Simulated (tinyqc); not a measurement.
## Thermionic emission over a Gaussian spread of barriers: effect of the spread

Metal on an n-type semiconductor with one parabolic valley; V > 0 is forward bias (metal positive). Patches of barrier height b are spread as a Gaussian with mean phi - r2 V and variance sg^2 + r3 V; each carries A* T^2 exp(-b/Vt) [exp(V/Vt) - 1].

A* = 4 pi q me m0 kB^2/h^3 (times 1e-4 for A/(cm^2 K^2)). At zero bias the mean of exp(-b/Vt) gives phi_ap(0) = phi - sg^2/(2 Vt), J0 = A* T^2 exp(-phi_ap(0)/Vt), and the current is centred on b = phi - sg^2/Vt.

Inputs (values chosen for the exercise); band and dielectric values those of a made-up semiconductor:
- T = 300 K (temperature)
- me = 0.0663 m0 (electron mass)
- phi = 0.86 eV (barrier height seen from the metal)

Constants: q = 1.602176634e-19 C, kB = 1.380649e-23 J/K, h = 6.62607015e-34 J s, m0 = 9.1093837015e-31 kg, Vt = kB T/q. Results are converted to the units shown.

Effect of the spread:
```
sg (eV)	phi_ap(0) (eV)	J0 (A/cm^2)	barrier that carries most current (eV)
0.02	0.85226	3.4527e-9	0.84453
0.036	0.83493	6.7497e-9	0.80987
0.052	0.80770	1.9354e-8	0.75540
0.068	0.77057	8.1394e-8	0.68114
0.084	0.72353	5.0209e-7	0.58706
0.1	0.66659	4.5428e-6	0.47318
0.116	0.59975	6.0286e-5	0.33950
```

Read the table: what changes, and by how much?

The apparent barrier falls from 0.852 to 0.600 eV, by sg^2/(2 Vt), and J0 grows by a factor of 17500 over the table. The lowering equals Vt at sg = sqrt(2) Vt = 0.0366 eV. In 3 of the 7 rows sg exceeds 3 Vt, so the current comes from more than three deviations below the mean, a tiny share of the area that a Gaussian of independent patches describes poorly.

Computed by the program tinyqc: `OMP_NUM_THREADS=1 python tinyqc.py 2640133 2640134 out.jsonl`, one thread of a shared Intel Xeon 2.30GHz, about 0.01 s for the whole run.
